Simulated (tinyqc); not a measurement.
Thin-film optics by transfer matrices, step by step. Values are carried at full precision from step to step, so a last printed digit may differ when a step is redone from the rounded ones.

Indices N = n + i k. Snell: N0 sin(theta) = N_j sin(theta_j), with Im(N_j cos theta_j) >= 0. Admittance y_j = N_j cos theta_j for s and N_j/cos theta_j for p. Phase delta_j = 2 pi N_j cos theta_j d_j/lambda. Layer matrix [[cos delta, -i sin delta/y], [-i y sin delta, cos delta]], multiplied from the top down to M. (B, C) = M (1, y_sub); r = (y0 B - C)/(y0 B + C), R = |r|^2, T = 4 Re y0 Re y_sub/|y0 B + C|^2, absorbed in the films 1 - R - T.

Parameters, chosen for this exercise (indices near those of resist, ARC, SiO2 on polySi; the results hold for these values, not for the real material):
- lam = 248 nm (vacuum wavelength)
- n0 = 1 (ambient index)
- n = (1.795, 1.83, 1.536, 1.709) (n of resist, ARC, SiO2, substrate)
- k = (0.012, 0.393, 0, 2.835) (k in the same order)
- d = (234, 30.7, 18) nm (thicknesses, top first)
- theta = 30 degrees (angle of incidence)
- pol = p (polarisation)

## Angles, admittances and phases

Form cos theta_j, y_j and delta_j.

cos theta_j: ambient 0.8660, film 1 0.9604+0.0005i, film 2 0.9670+0.0151i, film 3 0.9455, substrate 1.0054+0.0100i

y_j: ambient 1.1547, film 1 1.8690+0.0114i, film 2 1.8983+0.3767i, film 3 1.6245, substrate 1.7279+2.8026i

delta_j (rad): film 1 10.2205+0.0741i, film 2 1.3718+0.3172i, film 3 0.6623

## Layer matrices and their product

Form each matrix and multiply from the top down.

matrix of film 1:
```
                 1                2
1  -0.7017+0.0530i  -0.0254+0.3834i
2  -0.1052+1.3382i  -0.7017+0.0530i
```

matrix of film 2:
```
                1                2
1  0.2077-0.3161i  -0.0713-0.5284i
2  0.5090-1.9312i   0.2077-0.3161i
```

matrix of film 3:
```
          1         2
1    0.7886  -0.3786i
2  -0.9990i    0.7886
```

M:
```
                1               2
1  0.9262+0.1825i  0.3335+0.1320i
2  0.3082+0.7502i  1.1028+0.0968i
```

Each matrix has determinant 1, and so has M.

## Reflection and transmission

Close the stack on the substrate.

B, C: 1.1326+1.3453i  1.9424+4.0083i

r = -0.3787-0.1072i
R = 0.1549
T into the substrate = 0.1923
absorbed in the films = 0.6527

The bare substrate would reflect 0.5063.

## Ellipsometric angles

Ellipsometry: rho = tan(Psi) exp(i Delta) = -conj(r_p/r_s) with the r of the admittance formula, Delta in 0 to 360 degrees, so that a bare dielectric at small angles gives Delta = 180.

Repeat the steps for both polarisations.

r_s = -0.4613-0.0966i
r_p = -0.3787-0.1072i
Psi = 39.86 degrees
Delta = 176.02 degrees

## Checks

- R against the recursion of Airy sums from the substrate up: both 0.15494.

(tinyqc, `OMP_NUM_THREADS=1 python tinyqc.py 1652318 1652319 out.jsonl`, Intel(R) Xeon(R) Processor @ 2.30GHz, 1 thread, shared host, about 0.01 s.)
